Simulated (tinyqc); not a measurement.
# MOS capacitor on a p-type substrate, surface potential from the exact charge relation: effect of the temperature on threshold and swing

Uniform p-type substrate, Boltzmann statistics, full ionisation, classical densities. psi is the surface potential against the body (positive when the bands bend down) and u = psi/Vt. Traps are spread evenly over the gap and neutral at flat band, so their charge is -q Dit psi; the minority quasi-Fermi level is shifted by Vb.

Nc and Nv are given at 293 K and scale as (T/293 K)^1.5; Eg is held fixed. ni = sqrt(Nc Nv) exp(-Eg/(2 Vt)), Eg in volts; phiF = Vt ln(N/ni); Cox = eps0 eox/tox; Vfb = phiM - chi - (Eg - Vt ln(Nv/N)) - q Nf/Cox; VT = Vfb + [(2 phiF + Vb)(1 + q Dit/Cox) + sqrt(2 eps0 eps_r q N (2 phiF + Vb))/Cox]. gamma = sqrt(2 eps0 eps_r q N)/Cox; Wm = sqrt(2 eps0 eps_r (2 phiF + Vb)/(q N)); m = 1 + (eps0 eps_r/Wm + q Dit)/Cox; swing m Vt ln 10; Cmin/Cox = 1/(1 + Cox Wm/(eps0 eps_r)).

Values chosen for this exercise; band and dielectric values those of a made-up semiconductor:

| symbol | value | unit | meaning |
|---|---|---|---|
| Eg | 1.13 | eV | band gap |
| eps_r | 14.2 |  | relative permittivity |
| Nc | 2.03e19 | cm^-3 | conduction-band density of states at the reference temperature |
| Nv | 2.24e19 | cm^-3 | valence-band density of states at the reference temperature |
| chi | 3.85 | eV | electron affinity |
| N | 4.1e15 | cm^-3 | acceptor density of the substrate |
| eox | 24.5 |  | relative permittivity of the gate insulator (close to zirconium oxide) |
| tox | 87 | nm | insulator thickness |
| phiM | 4.88 | eV | gate work function |
| Nf | 0 | cm^-2 | fixed charge at the interface, in units of q |
| Dit | 0 | cm^-2 eV^-1 | density of interface traps |
| Vb | 1.8 | V | reverse bias of the inversion layer against the body |

Constants: q = 1.602176634e-19 C, kB = 1.380649e-23 J/K, Vt = kB T/q, eps0 = 8.8541878128e-14 F/cm where lengths are in cm. Results are converted to the units shown.

The same in every row: gamma (V^0.5) = 0.1630.

Effect of the temperature on threshold and swing:
```
T (K)  Vfb (V)  2 phiF (V)  VT (V)  Wm (nm)      m  swing (mV/decade)  Cmin/Cox
200    0.03845      0.8548   2.959     1008  1.050              41.67   0.04764
240    0.07179      0.7885   2.922    995.4  1.051              50.03   0.04821
280     0.1060      0.7204   2.885    982.2  1.051              58.41   0.04883
320     0.1410      0.6508   2.847    968.6  1.052              66.80   0.04948
360     0.1766      0.5799   2.808    954.5  1.053              75.21   0.05018
400     0.2127      0.5079   2.768    939.9  1.054              83.63   0.05092
440     0.2494      0.4349   2.728    924.9  1.055              92.07   0.05170
```

Read the table: what changes, and by how much?

As T goes from 200 to 440, VT falls from 2.96 to 2.73 V, the swing rises from 41.7 to 92.1 mV/decade and Cmin/Cox rises from 0.0476 to 0.0517. Of the change of VT by -0.231 V, 0.211 V comes from Vfb and -0.442 V from the band bending and the charge it takes. VT changes by -0.962 mV/K on average.

Program tinyqc, `OMP_NUM_THREADS=1 python tinyqc.py 2060123 2060124 out.jsonl`; Intel Xeon 2.30GHz, shared host, one thread, about 0.01 s.
